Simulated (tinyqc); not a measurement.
## Trap density from the barrier height

Inverse problem. In a partly depleted grain with all boundary traps filled, 2 N W = Qt and VB = q N W^2/(2 eps0 eps_r). Find Qt, W and the doping at which VB would equal Vt.

Values chosen for this exercise: temperature T = 300 K; relative permittivity eps_r = 11.7.

Constants: q = 1.602176634e-19 C, kB = 1.380649e-23 J/K, Vt = kB T/q, eps0 = 8.8541878128e-14 F/cm where lengths are in cm. Results are converted to the units shown.

doping = 8.6e17 cm^-3
barrier height = 0.15196167 V

Answer. Eliminating W gives VB = q Qt^2/(8 eps0 eps_r N), which falls as 1/N.

Qt = 2.60e12 cm^-2
W = 15.1 nm
doping for VB = Vt = 5.06e18 cm^-3

Program tinyqc, `OMP_NUM_THREADS=1 python tinyqc.py 2830013 2830014 out.jsonl`; Intel Xeon 2.30GHz, shared host, one thread, about 0.01 s.
